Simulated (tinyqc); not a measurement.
# Absorption coefficient and reflectance from two thicknesses

Question. With transparent contact layers the responsivity is (1 - Rf)(1 - exp(-al wi)) q lam/(h c). The second absorber is twice as thick as the first. Find al and Rf.

Values chosen for this exercise:
```
symbol  value  unit     meaning
lam       850    nm  wavelength
```

Constants: q = 1.602176634e-19 C, h = 6.62607015e-34 J s, c = 299792458 m/s. Results are converted to the units shown.

responsivity for wi = 0.24 and 0.48 um (A/W): 0.098938690  0.17747966

Solution. The ratio of the responsivities is 1 + exp(-al w1), which gives al; either value then gives 1 - Rf.

al = 9620 1/cm
Rf = 0.3000

Numbers from tinyqc (`OMP_NUM_THREADS=1 python tinyqc.py 2250003 2250004 out.jsonl`; about 0.01 s on one thread of a shared Intel Xeon 2.30GHz).
